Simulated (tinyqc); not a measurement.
What each parameter does: metal-induced gap states at the contact of a metal chain and a two-band chain.

The semiconductor alternates sites A at -Eg/2 and C at +Eg/2 with hopping -t; the gap runs from -Eg/2 to Eg/2. In the gap cosh(q a) = 1 + (Eg^2/4 - E^2)/(2 t^2) and the amplitude changes by -exp(-q a) a period. The metal has site energy 0 and hopping -tm; its end site has g_m = (E - i sqrt(4 tm^2 - E^2))/(2 tm^2). Sites 1, 2, ... count into the semiconductor, with energies e1, e2 alternating. The clean half chain has g1 = 1/(E - e1 - t^2 g2), g2 = 1/(E - e2 - t^2 g1), decaying root. With the contact G11 = 1/(1/g1 - tc^2 g_m), and the density on site j is -Im G_jj/pi = |psi_j/psi_1|^2 (-Im G11/pi), per spin, with psi_2/psi_1 = -t g2, psi_3/psi_2 = -t g1.

Constants: e^2/(4 pi eps0) = 14.39964547 eV angstrom.

Values chosen for the exercise (gap and optical dielectric constant near those of SiC; the chain itself is a model; the results hold for these values, not for the real material):
- Eg = 3.04 eV (gap)
- t = 2.19 eV (hopping in the semiconductor)
- tm = 2.69 eV (hopping in the metal)
- tc = 2.33 eV (hopping across the contact)
- end = C (site that touches the metal)
- a = 3.08 angstrom (period (two sites); one chain for each area a^2)
- eps = 6.5 (dielectric constant)
- E = -0.9 eV (energy from mid-gap)

xi = 1/(2q), summed density, and S = 1/(1 + 4 pi e^2 N xi/eps), N = 2 (summed density)/a^2.

One parameter was then changed.

Results before and after:
```
case     xi (angstrom)  summed density (1/eV)       S
base             2.788                0.09393  0.3941
changed          3.061                0.08968  0.3830
```

Which of these changes was made? (a) eps = 7.15; (b) tm = 2.959 eV; (c) Eg = 3.344 eV; (d) end = A; (e) t = 2.409 eV; (f) tc = 2.563 eV.

Answer: (e) t = 2.409 eV. Of the candidates, run in turn, only this one gives the changed row.

All candidates:
```
case           xi (angstrom)  summed density (1/eV)       S
base                   2.788                0.09393  0.3941
Eg = 3.344 eV          2.434                0.08022  0.4660
t = 2.409 eV           3.061                0.08968  0.3830
tm = 2.959 eV          2.788                0.08570  0.4162
tc = 2.563 eV          2.788                0.11002  0.3571
eps = 7.15             2.788                0.09393  0.4171
end = A                2.788                0.15108  0.2880
```

The decay length belongs to the semiconductor alone; the metal and the contact set only the amplitude.

Run: tinyqc, `OMP_NUM_THREADS=1 python tinyqc.py 1450999 1451000 out.jsonl`; Intel(R) Xeon(R) Processor @ 2.30GHz, one thread, shared host; about 0.01 s of CPU time with all checks.
